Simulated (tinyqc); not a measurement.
Stepped quantum well by finite differences: sweeps and comparisons. A value that a table varies takes the place of the one given here.

Finite differences on points z_i at the centres of cells of width h: H_ii = (c/h^2)(1/m_(i-1/2) + 1/m_(i+1/2)) + V_i, H_(i,i+1) = -(c/h^2)/m_(i+1/2), where m_(i+1/2) is the mean of the masses at the two points (the end values are repeated outwards), psi = 0 on the points beyond both ends, c = hbar^2/2m0. The field adds e F (z - z0) with z0 the middle of the structure; 1 kV/cm = 1e-5 eV/angstrom.

Constants: hbar^2/2m0 = 3.80998211 eV angstrom^2.

Parameters, chosen for this exercise (near those of an InGaAs well in InP; not measured data):

| symbol | value | unit | meaning |
|---|---|---|---|
| layers | ((66, 0.254, 0.0787), (44, 0, 0.0415), (110, 0.086, 0.0541), (66, 0.254, 0.0787)) |  | each layer: thickness in angstrom, band edge in eV, mass in m0 |
| hf | 1.375 | angstrom | cell width of the fine grid |
| Fs | (0, 8.33, 16.7, 25, 33.3, 41.7, 50) | kV/cm | fields |
| F | 33 | kV/cm | field along z |

## Stark shift

Fine grid. Perturbation theory: dE1 = e F z_11 - beta (e F)^2 with beta = sum_j z_1j^2/(E_j - E_1) over the 13 next levels at zero field, z from z0.

Levels against field:

| F (kV/cm) | E1 (eV) | E2 (eV) | dE1 (meV) | second order (meV) | <z - z0> (angstrom) | E2 - E1 (meV) |
|---|---|---|---|---|---|---|
| 0 | 0.0723 | 0.1314 | 0.00 | 0.00 | -35.8 | 59.1 |
| 8.33 | 0.0692 | 0.1333 | -3.08 | -3.08 | -38.0 | 64.1 |
| 16.7 | 0.0660 | 0.1351 | -6.33 | -6.38 | -39.8 | 69.2 |
| 25.0 | 0.0626 | 0.1369 | -9.70 | -9.84 | -41.3 | 74.3 |
| 33.3 | 0.0591 | 0.1386 | -13.18 | -13.49 | -42.6 | 79.5 |
| 41.7 | 0.0555 | 0.1402 | -16.81 | -17.38 | -43.8 | 84.7 |
| 50.0 | 0.0518 | 0.1417 | -20.49 | -21.42 | -44.8 | 89.9 |

z_11 = -35.84 angstrom
beta = 1.401e+04 angstrom^2/eV

The state sits -35.8 angstrom off the middle at zero field, so the shift starts linearly in F. At 50 kV/cm E1 has moved by -20.49 meV, where second order gives -21.42 meV; they differ by 4.5 % there. The electron moves by -9.0 angstrom, against the rise of the potential. E2 - E1 grows with the field; the ends are 59.1 and 89.9 meV.

## Order of mass and momentum

Fine grid. Hermitian kinetic operators m^a p m^b p m^a with 2a + b = -1: H_ii = (c/h^2) m_i^(2a) (m_(i-1/2)^b + m_(i+1/2)^b) + V_i, H_(i,i+1) = -(c/h^2) m_i^a m_(i+1)^a m_(i+1/2)^b; BenDaniel-Duke is a = 0. The halved form has H_ii = 2c/(h^2 m_i) + V_i and H_(i,i+1) = -(c/2h^2)(1/m_i + 1/m_(i+1)). The shifts are measured against BenDaniel-Duke; the last column repeats E1 with cells of hf/4.

Levels (eV):

| operator | E1 | E2 | E1 - E1(BDD) (meV) | E1 at hf/4 |
|---|---|---|---|---|
| BenDaniel-Duke | 0.0593 | 0.1385 | 0.0 | 0.0593 |
| (1/m) p^2 + p^2 (1/m), halved | 0.0001 | 0.1174 | -59.2 | -1.2752 |
| m^(-1/2) p^2 m^(-1/2) | 0.0766 | 0.1483 | 17.3 | 0.0766 |
| m^(-1/4) p m^(-1/2) p m^(-1/4) | 0.0684 | 0.1429 | 9.2 | 0.0685 |
| one mass, the smallest | 0.0691 | 0.1531 | 9.9 | 0.0692 |

The three forms m^a p m^b p m^a span 17.3 meV in E1, 22 % of E2 - E1; they differ only at the mass steps (largest to smallest mass 1.90), where m^a psi is the continuous quantity. Dropping the mass step altogether moves E1 by +9.9 meV. Refining the grid moves the halved form by -1275.2 meV, against at most 0.04 meV for the other three: at an abrupt step it has no limit as the grid is refined.

## Thickness of the outer barriers

Fine grid, zero field, both outer layers set to each thickness in turn.

Levels (eV):

| outer layers (angstrom) | E1 | E2 | E3 |
|---|---|---|---|
| 16.500 | 0.07712 | 0.13860 | 0.24841 |
| 33.000 | 0.07294 | 0.13266 | 0.23117 |
| 66.000 | 0.07232 | 0.13144 | 0.22428 |
| 132.000 | 0.07231 | 0.13140 | 0.22309 |
| 264.000 | 0.07231 | 0.13140 | 0.22305 |

Which of the three levels are properties of the well, and how thick must the outer layers be?

E1 is bound, and within 0.1 meV of the last row from 66 angstrom on. E2 is bound, and within 0.1 meV of the last row from 66 angstrom on. E3 is bound, and within 0.1 meV of the last row from 132 angstrom on.

Program tinyqc; command `OMP_NUM_THREADS=1 python tinyqc.py 1251536 1251537 out.jsonl`; about 0.04 s on one thread of a shared Intel(R) Xeon(R) Processor @ 2.30GHz.
